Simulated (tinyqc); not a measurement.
Slater-Koster d bands of an fcc metal: sweeps and comparisons. A value that a table varies takes the place of the one given here.

Slater-Koster d bands. For a bond with direction cosines (l, m, n) the 5 x 5 block is dds Ps + ddp Pp + ddd (1 - Ps - Pp), the projectors on sigma, pi and delta states about the bond; for instance <xy|xy> = 3 l^2 m^2 dds + (l^2 + m^2 - 4 l^2 m^2) ddp + (n^2 + l^2 m^2) ddd, <xy|yz> = 3 l m^2 n dds + l n (1 - 4 m^2) ddp + l n (m^2 - 1) ddd and <3z2-r2|3z2-r2> = (n^2 - (l^2 + m^2)/2)^2 dds + 3 n^2 (l^2 + m^2) ddp + (3/4)(l^2 + m^2)^2 ddd. H(k) sums the blocks times cos(k.R) over the neighbours; the d level is the zero of energy; k in 2 pi/a.

Neighbours: twelve at (a/2)(1,1,0) and equivalents.

Mesh: k = f1 b1 + f2 b2 + f3 b3 with fractions (j + 1/2)/N, j = 0 to N - 1, and b = (-1,1,1), (1,-1,1), (1,1,-1) for fcc, (0,1,1), (1,0,1), (1,1,0) for bcc, unit vectors for simple cubic. The lowest Nd/10 of all levels are filled with two electrons each; the bond energy is their sum per atom.

Inputs chosen for the exercise (of the size met in Ni; shifted at random, so the results belong to these values and not to a real crystal): dds = -0.477 eV (dd sigma); ddp = 0.2 eV (dd pi); ddd = -0.024 eV (dd delta); N = 10 (mesh); f2 = 0.487 (factor for second neighbours in bcc).

## Band filling: full bands against the rectangular model

W = sqrt(12 mu2) with mu2 the mean square level on the mesh; rectangular model: Fermi level W (Nd/10 - 1/2), bond energy -W Nd (10 - Nd)/20. The Fermi level of the mesh is the highest filled level.

Per atom (eV):
```
Nd  EF, bands  bond energy, bands  EF, rectangle  bond energy, rectangle
1      -1.083              -1.393         -1.193                  -1.342
2      -0.858              -2.336         -0.894                  -2.385
3      -0.625              -3.068         -0.596                  -3.131
4      -0.410              -3.593         -0.298                  -3.578
5       0.012              -3.796          0.000                  -3.727
6       0.412              -3.608          0.298                  -3.578
7       0.655              -3.077          0.596                  -3.131
8       0.905              -2.302          0.894                  -2.385
9       1.155              -1.266          1.193                  -1.342
```

W = 2.982 eV
full width on the mesh = 3.539 eV

What does this show, and why?

The bond energy is deepest at Nd = 5 (-3.796 eV); the rectangle has its minimum at 5. The two differ most at Nd = 8, by 0.084 eV or 2 % of the deepest value: the second moment fixes the parabola, and higher moments the rest. At Nd = 3 and 7 the bands give -3.068 and -3.077 eV, nearly symmetric.

## Which lattice a d-band metal prefers

fcc has twelve neighbours, bcc eight and six (the six times f2), simple cubic six. The integrals of bcc and sc are scaled so that all three have the second moment of fcc, which stands for equal repulsion (structural energy difference theorem). s and p electrons are left out.

Bond energy per atom:
```
Nd  fcc (eV)  bcc - fcc (meV)  sc - fcc (meV)
1     -1.393               50            -123
2     -2.336              -37             -88
3     -3.068             -120              46
4     -3.593             -162             252
5     -3.796               68             383
6     -3.608              199             266
7     -3.077              147              55
8     -2.302               13            -123
9     -1.266              -95            -249
```

scale factors: bcc 1.1285, sc 1.4142

mu3/mu2^1.5: fcc -0.090, bcc -0.081, sc 0.000

mu4/mu2^2: fcc 1.842, bcc 1.809, sc 2.718

largest change of a difference when N is raised to 14 = 8 meV

What can be read from the table?

fcc is lowest for Nd = 5, 6 and 7. bcc is lowest for Nd = 3 and 4. sc is lowest for Nd = 1, 2, 8 and 9. bcc gains most on fcc at Nd = 4 (-162 meV). A small fourth moment marks a two-peaked band, which tends to favour fillings near one half; bcc has -2 % against fcc, and at Nd = 5 it lies +68 meV from fcc, which the fourth moment alone does not explain (differences of a few tens of meV are within the error of the mesh; hcp is left out, and this d-only model can miss the lattice of the real metal). The third moments, from three-membered rings, skew the bands. That simple cubic wins anywhere comes from keeping d bands and equal second moments alone; no transition metal takes it. Differences below about 8 meV are within the error of this mesh, and the s and p electrons left out weigh most where the d band is nearly empty or full.

## What each integral does

Levels at Gamma, E(t2g) = 3 dds + 4 ddp + 5 ddd, E(eg) = 1.5 dds + 6 ddp + 4.5 ddd, and W = sqrt(12 mu2), the width of a rectangular band with the same second moment mu2 = z (dds^2 + 2 ddp^2 + 2 ddd^2)/5, z = 12. Each row changes one parameter from the base and keeps the others.

Results:
```
case              t2g (eV)  eg (eV)  W (eV)
base               -0.7510   0.3765  2.9816
dds = -0.4054 eV   -0.5362   0.4839  2.6590
ddp = 0.17 eV      -0.8710   0.1965  2.8724
ddd = -0.0204 eV   -0.7330   0.3927  2.9801
```

What does this show?

The largest shifts from the base row, up to three for each result and ties (the steps differ in size, so this ranks the rows, not the parameters). t2g (eV): dds +0.2148, ddp -0.1200, ddd +0.0180. eg (eV): ddp -0.1800, dds +0.1074, ddd +0.0162. W (eV): dds -0.3226, ddp -0.1092, ddd -0.0015. The ratio of the shifts of t2g and eg names the integral: 3 : 1.5 for dds, 4 : 6 for ddp, 5 : 4.5 for ddd.

Run: tinyqc, `OMP_NUM_THREADS=1 python tinyqc.py 1450958 1450959 out.jsonl`; Intel(R) Xeon(R) Processor @ 2.30GHz, one thread, shared host; about 0.03 s of CPU time with all checks.
